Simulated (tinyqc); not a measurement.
Current of a Schottky diode by thermionic-emission-diffusion theory, and its read-back from I-V-T and C-V data: one step, computed by the program tinyqc.

Full ionisation, no tunnelling, no recombination current. V is the voltage across the junction itself, forward positive.

Problem. Barrier at the given bias. N_c(T) = N_c (T/300 K)^(3/2); V_bi = phi_0 - (k_B T/e) ln(N_c(T)/N); surface field F = sqrt(2 e N (V_bi - V - k_B T/e)/(eps eps_0)); image lowering d_phi = sqrt(e F/(4 pi eps eps_0)); effective barrier phi = phi_0 - d_phi - sigma^2 (1 - rho V)/(2 k_B T).

Inputs (values chosen for the exercise, modelled on n-type silicon):

| quantity | value | unit |
|---|---|---|
| Richardson constant A* | 113 | A/(cm^2 K^2) |
| effective density of states at 300 K, N_c | 2.7e+19 | 1/cm^3 |
| permittivity eps | 11.7 | - |
| mobility mu | 1400 | cm^2/(V s) |
| barrier without image force phi_0 (mean) | 0.741 | eV |
| doping N | 8.3e+15 | 1/cm^3 |
| junction voltage V | 0.22 | V |
| temperature T | 350 | K |
| standard deviation sigma | 30 | meV |
| relative change of sigma^2 with bias, rho | 0.8 | 1/V |

Barrier: Gaussian spread of heights.

Constants: k_B = 8.617333262e-05 eV/K; e = 1.602176634e-19 C; eps_0 = 8.8541878128e-12 F/m.

Give: built-in voltage V_bi; surface field F; image lowering; effective barrier phi.

Solution.

built-in voltage V_bi = 0.4901 V

surface field F = 24.82 kV/cm

image lowering = 17.48 meV

effective barrier phi = 0.7112 eV
